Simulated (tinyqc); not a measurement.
Where a level does most harm: Shockley-Read-Hall recombination through one deep level.

One level at Et with degeneracy 1: tn = 1/(sn vth Nt), tp = 1/(sp_ vth Nt), n1 = Nc exp((Et - Eg)/kT), p1 = Nv exp(-Et/kT), ni^2 = n1 p1. Equilibrium p0 = Nm, n0 = ni^2/Nm; n = n0 + dn, p = p0 + dn. U = (n p - ni^2)/(tp (n + n1) + tn (p + p1)), lifetime dn/U; emission rates en = sn vth n1, ep = sp_ vth p1.

Constants: kB = 8.617333262e-05 eV/K.

Inputs chosen for the exercise (gap and densities of states near those of GaN at this temperature; the results hold for these values, not for the real material):
- Eg = 3.421 eV (gap)
- Nc = 3.77e+18 1/cm^3 (conduction-band density of states)
- Nv = 6.74e+19 1/cm^3 (valence-band density of states)
- T = 400 K
- Nt = 2.3e+16 1/cm^3 (defects)
- sn = 1.5e-16 cm^2 (electron capture cross-section)
- sp_ = 2.3e-15 cm^2 (hole capture cross-section)
- vth = 17000000 cm/s (thermal velocity, both carriers)
- Nm = 2.3e+17 1/cm^3 (equilibrium holes for the lifetime steps)

Et takes the values listed; G = Nt en ep/(en + ep) in a depleted region; the lifetime is for dn = 1e11 1/cm^3.

Results:
```
Et (eV),lifetime (microsecond),G (1/(cm^3 s))
0.205,0.0301,6.68e-15
0.479,0.0171,1.89e-11
0.753,0.0171,5.36e-08
1.026,0.0171,0.000148
1.300,0.0171,0.418
1.574,0.0171,1.18e+03
1.847,0.0171,2.95e+05
2.121,0.0171,115
2.395,0.0171,0.0404
2.668,0.0171,1.47e-05
2.942,0.0171,5.19e-09
3.216,0.0171,1.83e-12
```

What does the comparison show?

Generation peaks where en = ep, at Eg/2 + (kT/2) ln(sp_ Nv/(sn Nc)) = 1.807 eV; the largest value listed is at 1.847 eV, and G falls by a decade for each 0.079 eV away from the peak. The lifetime is within a factor 2 of its minimum, 0.0171 microsecond, from 0.205 to 3.216 eV: recombination tolerates a wide range of Et, generation a narrow one.

Computed by tinyqc, a small Python program: `OMP_NUM_THREADS=1 python tinyqc.py 1652056 1652057 out.jsonl` (the numbers bound the seed that draws the inputs); one thread of a shared host (Intel(R) Xeon(R) Processor @ 2.30GHz), about 0.01 s for the whole set of steps.
